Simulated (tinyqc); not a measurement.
## Thickness of the second layer from the transmission

Problem. A two-layer stack carries the voltage V: F1 = V/(t1 + t2 eps1/eps2), F2 = F1 eps1/eps2; U = phi1 - F1 x in layer 1 and phi2 - F1 t1 - F2 (x - t1) in layer 2. T = exp(-S) at E = 0, C = hbar^2/(2 m0). Each layer adds (2/F) sqrt(m/C) [G(u at its left edge) - G(u at its right edge)] to S, with u = U - E (0 where negative) and G(u) = (2/3) u^1.5. Find t2, known to lie between 0.3 and 6 nm, and F1.

Inputs (values chosen for the exercise):
```
symbol,value,unit,meaning
phi1,3.17,eV,barrier of layer 1 above the emitter Fermi level at zero bias
m1,0.48,m0,tunnelling mass of layer 1
t1,1.1,nm,thickness of layer 1
eps1,3.87,,relative permittivity of layer 1
phi2,2.59,eV,barrier of layer 2 at zero bias
m2,0.41,m0,tunnelling mass of layer 2
eps2,8.65,,relative permittivity of layer 2
V,0.6,V,voltage across the dielectric
```

Constants: q = 1.602176634e-19 C, hbar = 1.054571817e-34 J s, m0 = 9.1093837015e-31 kg, hbar^2/(2 m0) = 0.0380998212 eV nm^2. Results are converted to the units shown.

T at E = 0 = 6.5676056e-15

Answer. Over that range S rises steadily with t2, so S = -ln T has one root, found by bisection.

t2 = 2.00 nm
F1 = 3.01 MV/cm

Numbers from tinyqc (`OMP_NUM_THREADS=1 python tinyqc.py 2540154 2540155 out.jsonl`; about 0.05 s on one thread of a shared Intel Xeon 2.30GHz).
